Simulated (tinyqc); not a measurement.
Tail temperature from the power law.

Problem. When tail states hold most of the charge, the linear current goes as I = A (Vg - VT)^g with g = 2 Tt/T - 1. Find g, Tt and the tail width kB Tt.

Inputs (values chosen for the exercise): temperature T = 300 K.

Constants: q = 1.602176634e-19 C, kB = 1.380649e-23 J/K, Vt = kB T/q. Results are converted to the units shown.

I at Vg - VT = 2 and 3 V (nA): 12.157062  22.637852

Answer. g is the slope of ln I against ln(Vg - VT).

g = 1.53
Tt = 380 K
kB Tt = 32.7 meV

Computed by the program tinyqc: `OMP_NUM_THREADS=1 python tinyqc.py 2610064 2610065 out.jsonl`, one thread of a shared Intel Xeon 2.30GHz, about 0.02 s for the whole run.
